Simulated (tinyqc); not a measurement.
Effective-mass impurity with a central-cell term, in a basis of Slater functions: one step, computed by the program tinyqc.

The envelope obeys H = -nabla^2 - (2/r) [Z + A exp(-kappa r)] in effective units, with kappa = a*/lambda; positive A deepens the well near the core.

Question. Generalised eigenproblem. (T + V + W) c = E S c with c^T S c = 1 and the largest component positive.

Impurity: donor, one isotropic band.

kinetic T (Ry*):
```
[[0.2304, 0.4358898],
 [0.4358898, 1.679616]]
```

Coulomb V (Ry*):
```
[[-0.96, -1.244438],
 [-1.244438, -2.592]]
```

central cell W (Ry*):
```
[[0.003528662, 0.01538588],
 [0.01538588, 0.06709646]]
```

overlap S:
```
[[1.000000, 0.700697],
 [0.700697, 1.000000]]
```

Give: two lowest levels; coefficients of the lowest state; <T>; <W>.

Answer.

two lowest levels (Ry*): [-0.9356, 0.0323]

coefficients of the lowest state: [0.4282, 0.6522]

<T> = 1.000 Ry*

<W> = 0.03778 Ry*
